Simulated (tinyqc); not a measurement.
Impurity fraction: valence-band anticrossing with a localised impurity level.

Host valence band EM(k) = al x - c k^2/mM, c = hbar^2/2m0, coupled to a flat level EI by V = C sqrt(x): H = [[EM, V], [V, EI]], E+/- = (EM + EI)/2 +/- sqrt((EM - EI)^2/4 + V^2). The host weight of a state at E is f = 1/(1 + V^2/(E - EI)^2), and its mass at k = 0 is mM/f. The gap is Eg - E+(0), the conduction edge staying at Eg.

Constants: hbar^2/2m0 = 3.80998211 eV angstrom^2.

Values chosen for the exercise (host near GaAs; the results hold for these values, not for the real material):
```
symbol  value   unit  meaning
Eg      1.502   eV    gap at Gamma to the s-like level
mM      0.43    m0    mass of the host band
EI      -0.215  eV    impurity level, from the valence top of the host
C       1.13    eV    coupling
al      0.5     eV    linear shift of the host edge
```

The last column is the bowing that a quadratic law would need at that x, (Eg - gap)/(x (1 - x)), with equal end gaps.

Results:
```
x (%),E- (eV),E+ (eV),gap (eV),host weight of E+,mass of E+,bowing (eV)
0.1,-0.2208,0.0063,1.4957,0.975,0.4412,6.3
0.2,-0.2262,0.0122,1.4898,0.953,0.4513,6.1
0.5,-0.2412,0.0287,1.4733,0.903,0.4762,5.8
1.0,-0.2627,0.0527,1.4493,0.849,0.5066,5.3
2.0,-0.2979,0.0929,1.4091,0.788,0.5458,4.7
3.0,-0.3270,0.1270,1.3750,0.753,0.5708,4.4
5.0,-0.3747,0.1847,1.3173,0.714,0.6018,3.9
8.0,-0.4316,0.2566,1.2454,0.685,0.6275,3.5
```

The apparent bowing falls from 6.3 to 3.5 eV, so no single constant describes the gap: the part from the coupling goes as x while V is small against |EM - EI| and as sqrt(x) beyond (V = |EI| near x = 3.62 %), with the linear term al x on top; the fall of the gap goes as the power 0.96 of x between the first two rows and 0.70 between the last two. The mass of E+ goes from 0.4412 to 0.6275, higher although the gap falls; with al = 0 the weight tends to 1/2 at large x.

Computed by tinyqc, a small Python program: `OMP_NUM_THREADS=1 python tinyqc.py 1080199 1080200 out.jsonl` (the numbers bound the seed that draws the inputs); one thread of a shared host (Intel(R) Xeon(R) Processor @ 2.30GHz), about 0.01 s for the whole set of steps.
